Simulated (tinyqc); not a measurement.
What each value does: bond-orbital model of a tetrahedral semiconductor (Harrison's universal couplings).

Hybrid level eh = (es + 3 ep)/4; metallic energy V1 = (ep - es)/4 for each atom; covalent energy V2 = 3.22 hbar^2/(m d^2); polar energy V3 = (ehc - eha)/2; hbar^2/m = 2c, c = hbar^2/2m0. Polarity ap = V3/sqrt(V2^2 + V3^2), covalency ac = V2/sqrt(V2^2 + V3^2). p-p coupling at Gamma Exx = (4/3)(2.22 - 2 x 0.63) hbar^2/(m d^2) = 1.28 hbar^2/(m d^2), s-s coupling Ess = 4 x 1.32 hbar^2/(m d^2).

Constants: hbar^2/2m0 = 3.80998211 eV angstrom^2.

Values chosen for the exercise (near tabulated values for AlN; the model gives trends, and its gaps can be far from the real ones; not measured data):
- esc = -10.78 eV (s level, cation)
- epc = -5.71 eV (p level, cation)
- esa = -26.56 eV (s level, anion)
- epa = -13.98 eV (p level, anion)
- d = 1.89 angstrom (bond length)

The bond-antibond splitting is 2 sqrt(V2^2 + V3^2). E0 is the upper root of [[esa, 5.28 u], [5.28 u, esc]] less the lower root of [[epa, 1.28 u], [1.28 u, epc]], u = hbar^2/(m d^2).

One parameter was then changed.

Results before and after:
```
case,ap,bond-antibond splitting (eV),Ev (eV),E0 (eV)
base,0.5941,17.079,-14.800,9.882
changed,0.5797,16.859,-14.344,9.425
```

Which of these changes was made? (a) esc = -10.28 eV; (b) epa = -13.48 eV; (c) esa = -26.06 eV; (d) epc = -5.21 eV; (e) d = 1.94 angstrom.

Answer: (b) epa = -13.48 eV. Of the candidates, run in turn, only this one gives the changed row.

All candidates:
```
case,ap,bond-antibond splitting (eV),Ev (eV),E0 (eV)
base,0.5941,17.079,-14.800,9.882
esc = -10.28 eV,0.5989,17.154,-14.800,10.277
epc = -5.21 eV,0.6081,17.305,-14.761,9.842
esa = -26.06 eV,0.5894,17.005,-14.800,9.990
epa = -13.48 eV,0.5797,16.859,-14.344,9.425
d = 1.94 angstrom,0.6142,16.522,-14.725,9.341
```

Run: tinyqc, `OMP_NUM_THREADS=1 python tinyqc.py 1450807 1450808 out.jsonl`; Intel(R) Xeon(R) Processor @ 2.30GHz, one thread, shared host; about 0.01 s of CPU time with all checks.
